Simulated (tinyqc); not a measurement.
# Worked calculation: FinFET, parasitic resistance, capacitance and delay

Computed by the program tinyqc: `OMP_NUM_THREADS=1 python tinyqc.py 2170140 2170141 out.jsonl`, one thread of a shared Intel Xeon 2.30GHz, about 0.04 s for the whole run. Printed values are rounded.

Nf fins under one contact; each has gated perimeter p = 2 Hf + Wf and cross-section A = Hf Wf; contact width Wc = Nf pf, stack height Hs = Hf. Contact length Lc = CPP - Lg - 2 Lsp, shared by two neighbouring gates. Source and drain sides are equal. The formulas are first-order estimates, not field solutions.

Values chosen for this exercise; values close to those of silicon logic devices: temperature T = 300 K; number of fins Nf = 2; fin height Hf = 60 nm; fin width Wf = 7 nm; fin pitch pf = 27 nm; contacted gate pitch CPP = 42 nm; gate length Lg = 14 nm; spacer length Lsp = 7 nm; relative permittivity of the spacer ks = 3.3; gate height above the channel stack Hc = 15 nm; contact resistivity rc = 1.6e-9 ohm cm^2; resistivity of the source-drain epitaxy re = 0.00071 ohm cm; current-carrying depth of the epitaxy te = 30 nm; resistivity of the extension rx = 0.0016 ohm cm; gate overlap Lov = 0.5 nm; inversion capacitance Cinv = 2.3 uF/cm^2; injection velocity vx = 8.6e6 cm/s; apparent mobility mu = 200 cm^2/(V s); threshold at zero drain voltage VT = 0.23 V; barrier lowering dl = 0.066 V/V; subthreshold factor n = 1.27; wire load Cw = 0.4 fF; supply voltage Vdd = 0.65 V.

Constants: q = 1.602176634e-19 C, kB = 1.380649e-23 J/K, eps0 = 8.8541878128e-12 F/m, Vt = kB T/q. Results are converted to the units shown.

## Geometry and resistances

Epitaxy sheet resistance Rsh = re/te, transfer length LT = sqrt(rc/Rsh), contact Rc = [sqrt(rc Rsh)/Wc] coth(Lc/(2 LT)); extension of one fin Rx = rx Lsp/A. Effective width N p; for equal currents one side has Rc + Rx/N.

Lc = 14 nm
effective width = 254 nm
Rsh = 236.667 ohm
LT = 26.0011 nm
Rc = 433.458 ohm
Rx = 266.667 ohm
one side times effective width = 143.965 ohm um

Lc/2 is 0.27 transfer lengths, and Rc is 2.4 % above the area limit rc/(Wc Lc/2). The contact makes up 76.5 % of one side.

## Capacitances

With N fins: gate Cg = Cinv p N Lg; per side, plate Cp = ks eps0 [Wc (Hs + Hc) - N A]/Lsp, top fringe Cf = (2/pi) ks eps0 Wc ln(1 + Lg/(2 Lsp)), overlap Co = Cinv p N Lov. Cs = Cp + Cf + Co. An inverter of two such devices driving an equal one has the load CL = 2 (Cg + 2 Cs) + 4 Cs + Cw (its own drains counted twice for the Miller effect).

Cg = 81.7880 aF
Cp = 13.3989 aF
Cf = 0.696245 aF
Co = 2.921 aF
CL = 699.705 aF

The channel capacitance gives 23.4 % of CL, the parasitic parts 19.5 % and the wire 57.2 %.

## Iteration 1: fin currents at Vgs = Vdd, Vds = Vdd/2

I at the start (uA): fin 1 0, fin 2 0

One fin: I = p Q vx u/(1 + |u|^1.8)^(1/1.8), Q = Cinv n Vt ln(1 + exp((Vg' - VT + dl Vd')/(n Vt))), u = Vd' mu/(vx Lg), Vg' = Vgs - v, Vd' = Vds - 2 v, with the drop on each side v = Rc (sum of I) + Rx I. I(new) = I(out).

drop v (mV): fin 1 0, fin 2 0
I(out) (uA): fin 1 108.040, fin 2 108.040
I after iteration 1 (uA): fin 1 108.040, fin 2 108.040

## Iteration 2: fin currents at Vgs = Vdd, Vds = Vdd/2

As before.

drop v (mV): fin 1 122.472, fin 2 122.472
I(out) (uA): fin 1 58.6156, fin 2 58.6156
I after iteration 2 (uA): fin 1 58.6156, fin 2 58.6156

## Course of the iteration: fin currents at Vgs = Vdd, Vds = Vdd/2

Stop when the largest change of I is below 1e-6 uA, or after 80 iterations.

Course of the iteration:
```
iteration  total I (uA)  largest |change| of one entry (uA)
1               216.079                                 108
2               117.231                                49.4
3               172.444                                27.6
4               146.707                                12.9
5               159.569                                6.43
6               153.392                                3.09
7               156.412                                1.51
8               154.949                               0.732
9               155.661                               0.356
...                 ...                                 ...
19              155.428                             2.61e-4
20              155.428                             1.27e-4
21              155.428                             6.17e-5
22              155.428                             3.00e-5
23              155.428                             1.46e-5
24              155.428                             7.08e-6
25              155.428                             3.44e-6
26              155.428                             1.67e-6
27              155.428                             8.13e-7
```

Converged in 27 iterations. At the end each change is about 0.49 times the one before: linear convergence.

## Effective current, delay and energy

IH = I(Vdd, Vdd/2) = 155.428 uA
IL = I(Vdd/2, Vdd), solved likewise = 52.5441 uA

Ieff = (IH + IL)/2, delay CL Vdd/(2 Ieff), energy CL Vdd^2, with CL the load of an inverter that drives an equal one.

Ieff = 103.986 uA
delay = 2.18687 ps
energy = 295.625 aJ

Without any series resistance Ieff would be 143 uA, so the resistances cost 27.0 %.
